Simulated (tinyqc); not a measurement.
Cluster expansion of a binary alloy: correlations, fit, cross-validation and ground states: one step, computed by the program tinyqc. Command: `OMP_NUM_THREADS=1 python tinyqc.py 3025385 3025386 out.jsonl clex walk`. One thread of a shared host (Intel(R) Xeon(R) Processor @ 2.30GHz), about 0.05 s of CPU time with the checks.

s = +1 for A and -1 for B. Energy per site E = J0 + J1 P(point) + sum over clusters of m V P, with P the mean product of spins; V > 0 on a pair favours unlike neighbours. Clusters per site m: pair 1 2, pair 2 2, pair 3 2, triplet 4; the triplet is two first-neighbour bonds at a right angle. Formation energies are counted from the line between pure A and pure B, which removes J0 and J1.

Task: Formation energies. Exact: X V with V = (V1, V2, V3, Vt). The data to fit add the noise amplitude times the normal numbers, standing for what the clusters leave out.

Inputs (values chosen for the exercise, for a model alloy):
```
quantity                    value      unit
first-pair interaction V1   -7.93       meV
second-pair interaction V2   -1.3       meV
third-pair interaction V3    0.25       meV
triplet interaction Vt         -2       meV
noise amplitude               1.3  meV/site
```

Lattice: square.

X:
```
                      pair 1     pair 2     pair 3    triplet
A                   0.000000   0.000000   0.000000   0.000000
A3B p(2x2)         -2.000000  -2.000000   0.000000  -4.000000
A3B c(4x2)         -2.000000  -2.000000  -1.000000  -4.000000
A2B diagonal rows  -2.666667  -1.333333  -2.666667  -2.666667
A2B rows           -1.333333  -2.666667  -1.333333   0.000000
AB c(2x2)          -4.000000   0.000000   0.000000   0.000000
AB p(2x1)          -2.000000  -4.000000   0.000000   0.000000
A2B2 rows          -1.000000  -2.000000  -2.000000   0.000000
AB2 diagonal rows  -2.666667  -1.333333  -2.666667   2.666667
AB2 rows           -1.333333  -2.666667  -1.333333   0.000000
AB3 p(2x2)         -2.000000  -2.000000   0.000000   4.000000
AB3 c(4x2)         -2.000000  -2.000000  -1.000000   4.000000
B                   0.000000   0.000000   0.000000   0.000000
```

standard normal numbers for the noise (0 for the pure ends): A 0.000, A3B p(2x2) 2.031, A3B c(4x2) 0.708, A2B diagonal rows 1.011, A2B rows -0.084, AB c(2x2) 1.187, AB p(2x1) 0.305, A2B2 rows 0.296, AB2 diagonal rows -0.341, AB2 rows -0.320, AB3 p(2x2) 0.812, AB3 c(4x2) -0.840, B 0.000

Give: exact energies; data.

Result:

exact energies (meV/site): A 0.00, A3B p(2x2) 26.46, A3B c(4x2) 26.21, A2B diagonal rows 27.55, A2B rows 13.71, AB c(2x2) 31.72, AB p(2x1) 21.06, A2B2 rows 10.03, AB2 diagonal rows 16.88, AB2 rows 13.71, AB3 p(2x2) 10.46, AB3 c(4x2) 10.21, B 0.00

data (meV/site): A 0.00, A3B p(2x2) 29.10, A3B c(4x2) 27.13, A2B diagonal rows 28.86, A2B rows 13.60, AB c(2x2) 33.26, AB p(2x1) 21.46, A2B2 rows 10.41, AB2 diagonal rows 16.44, AB2 rows 13.29, AB3 p(2x2) 11.52, AB3 c(4x2) 9.12, B 0.00
